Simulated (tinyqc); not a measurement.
Worked calculation: gas flow in a process chamber: flow regimes, conductance, effective pumping speed, pump-down, outgassing and purge. Computed by tinyqc, a small Python program that keeps every step. Command: `OMP_NUM_THREADS=1 python tinyqc.py 3121343 3121344 out.jsonl pump walk`. One thread of a shared host (Intel(R) Xeon(R) Processor @ 2.30GHz), about 0.08 s of CPU time with the checks. Intermediate numbers are printed to about 5 digits and carried at full precision; extremes and crossings named in words are read from the listed rows.

Ideal gas, isothermal flow, a pump of constant speed at the end of a round pipe; process gas, volume gas and outgassing are given the same properties. 1 sccm = 101325 Pa x 1e-6 m^3/60 s x T/273.15 K.

Inputs (values chosen for the exercise, modelled on water vapour near room temperature):
```
quantity                     value            unit
molar mass M                 18.02           g/mol
molecular diameter            0.46              nm
viscosity eta                  9.9   micropascal s
temperature T                  350               K
chamber volume V               200               L
wall area                      3.5             m^2
pipe diameter d                  4              cm
pipe length l                   45              cm
pump speed S                    30             L/s
process gas flow               8.4            sccm
outgassing rate after 1 h  9.8e-06  Pa m^3/(s m^2)
outgassing exponent n         0.94               -
starting pressure p0           370              Pa
target base pressure         5e-05              Pa
```

Constants: k_B = 1.380649e-23 J/K; u = 1.6605390666e-27 kg.

## Molecular flow

Mean speed c = sqrt(8 k_B T/(pi m)); aperture conductance C_a = c pi d^2/16; molecular pipe C_m = C_a/(1 + 3 l/(4 d)) (Dushman form); viscous pipe C_v = pi d^4 p_mean/(128 eta l); Knudsen interpolation C = C_v + C_m (1 + x)/(1 + 1.24 x), x = d p_mean sqrt(m/(k_B T))/eta. Effective speed 1/S_eff = 1/S + 1/C_m; time constant V/S_eff; pressure at which the free path k_B T/(sqrt2 pi d_m^2 p) equals d.

mean speed c = 641.27 m/s

C_a = 201.46 L/s

C_m = 21.347 L/s

S_eff in molecular flow = 12.472 L/s

time constant = 16.036 s

pressure where the free path equals d = 0.12850 Pa

The pipe passes on 42 % of the pump speed.

## Process pressure

Steady flow: the pump inlet is at p_2 = Q/S, and the chamber pressure p_1 solves Q = C((p_1 + p_2)/2) (p_1 - p_2). Residence time = p_1 V/Q. Knudsen number = free path at the mean pressure over d.

throughput Q = 18.177 Pa L/s

p_2 = 0.60589 Pa

chamber pressure p_1 = 1.2053 Pa

conductance C = 30.324 L/s

residence time = 13.262 s

Knudsen number = 0.14190

The flow in the pipe is transitional.

## Purging a well-mixed chamber

With steady flow a contaminant decays as exp(-t/residence time); gas used = flow x time.

time to dilute 1e3 times = 91.612 s

time to dilute 1e6 times = 183.22 s

gas used for 1e6 = 25.651 standard cm^3

## Pump-down curve

Pump-down: V dp/dt = -S_eff(p) p + q(t) A, with S_eff = S p_2/p, where p_2 solves C((p + p_2)/2) (p - p_2) = S p_2 at each moment, and q(t) = q_1 (1 h/(t + 10 s))^n; integrated adaptively. At long times p = q(t) A/S_eff. S_eff(p) is tabulated at 260 pressures and interpolated in ln p. Comparison columns: p0 exp(-t/time constant) with the molecular S_eff (0 below 1e-26 p0), and the outgassing limit.

Pressure against time:
```
t (s)       p (Pa)  S_eff (L/s)  volume gas only (Pa)  outgassing limit (Pa)
0.3     3.5382e+02       29.821            3.6314e+02             6.7641e-01
1       3.1880e+02       29.801            3.4763e+02             6.3587e-01
3       2.3678e+02       29.733            3.0687e+02             5.4346e-01
10      8.4332e+01       29.263            1.9832e+02             3.6250e-01
30      5.9207e+00       22.522            5.6978e+01             1.8895e-01
100     1.2584e-01       12.153            7.2427e-01             7.3007e-02
300     2.9573e-02       12.280            2.7752e-06             2.7567e-02
1000    9.2804e-03       12.397                     0             9.0827e-03
3600    2.7599e-03       12.448                     0             2.7430e-03
20000   5.4904e-04       12.467                     0             5.4841e-04
100000  1.2088e-04       12.471                     0             1.2085e-04
```

From t = 300 s on the pressure is within 20 % of the outgassing limit, which falls only as (t + 10 s)^-0.94: walls, not volume, set the time to base pressure. Early on viscous flow raises S_eff to 29.8 L/s, 2.4 times its molecular value.

## Time to base pressure

From the outgassing limit: t = 1 h x (q_1 A/(S_eff p_target))^(1/n) - 10 s; monolayer time at the target = 1e19 m^-2 x 4 k_B T/(p c) for unit sticking.

time to the target = 71.032 h

monolayer time = 6.0283 s

Checks made by the program: throughput from C and the pressure drop (relative difference below 1e-10).
